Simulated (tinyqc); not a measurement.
Sharpness of the interface: valley splitting of a silicon quantum well in envelope theory.

The well lies at 0 < z < L; U(z) = V0 [1/(1 + exp(z/w)) + 1/(1 + exp((L - z)/w))] - e F z, 1 mV/nm = 1e-4 eV/angstrom. The envelope psi solves -(c/ml) psi'' + U psi = E psi, c = hbar^2/2m0, by three-point differences on a grid of 0.1 angstrom from -40 to L + 40 angstrom. The two valleys at +/- k0 couple through D = C0 times the integral of exp(-i q z) U(z) psi^2, q = 2 k0 (2 pi/a), and split by Ev = 2|D|.

Random alloy: with Y(z) = Yw + (Yb - Yw) B(z), B the bracket in U, and in-plane density exp(-r^2/ad^2)/(pi ad^2), D gains a random complex part of variance sigma^2 = (C0^2/pi)(a^2 V0/(8 ad (Yb - Yw)))^2 (4/a) times the integral of psi^4 Y (1 - Y). Alone it gives a mean splitting sqrt(pi) sigma; together with the smooth part the rms splitting is 2 sqrt(|D|^2 + sigma^2).

Constants: hbar^2/2m0 = 3.80998211 eV angstrom^2.

Values chosen for the exercise (near those of a strained Si well in SiGe; shifted at random, so the results belong to these values and not to a real crystal): L = 52 angstrom (well width); V0 = 0.16 eV (conduction offset); ml = 0.905 m0 (mass along z); F = 2.6 mV/nm (field pressing towards the upper interface); k0 = 0.835 2 pi/a (valley position); a = 5.431 angstrom (lattice constant); C0 = 0.264 (Bloch overlap factor); Yb = 0.23 (Ge share of the barrier); Yw = 0 (Ge share of the well); ad = 140 angstrom (dot radius); ws = (0.2, 0.6, 1.1, 1.3, 1.9, 3, 4.4) angstrom (interface widths).

The smooth part 2|D| and the disorder part against w, beside y/sinh(y) with y = pi q w. The 12 to 88 % width of the step is 4w.

Results:
```
w (angstrom)  4w (angstrom)  2|D| (micro-eV)  y/sinh(y)  sqrt(pi) sigma (micro-eV)
0.2                     0.8            70.70       0.79                        7.1
0.6                     2.4            27.12       0.19                        8.2
1.1                     4.4             3.42      0.017                       10.4
1.3                     5.2             1.28     0.0059                       11.6
1.9                     7.6             0.05    0.00023                       16.0
3.0                    12.0             0.00    4.5e-07                       27.3
4.4                    17.6             0.00    1.3e-10                       47.1
```

What does the comparison show?

The smooth part needs a Fourier component of U psi^2 at a wavelength of 3.25 angstrom; from the first row to the third it falls by a factor 20.7, while y/sinh(y) falls by 47 (the envelope near the step and the phase between the two interfaces change too). The disorder part goes from 7.1 to 47.1 micro-eV, growing as the electron overlaps more alloy. It takes over between w = 0.6 and 1.1 angstrom, that is a step 2.4 to 4.4 angstrom wide, with 1.36 angstrom to an atomic layer.

Run: tinyqc, `OMP_NUM_THREADS=1 python tinyqc.py 1252463 1252464 out.jsonl`; Intel(R) Xeon(R) Processor @ 2.30GHz, one thread, shared host; about 0.08 s of CPU time with all checks.
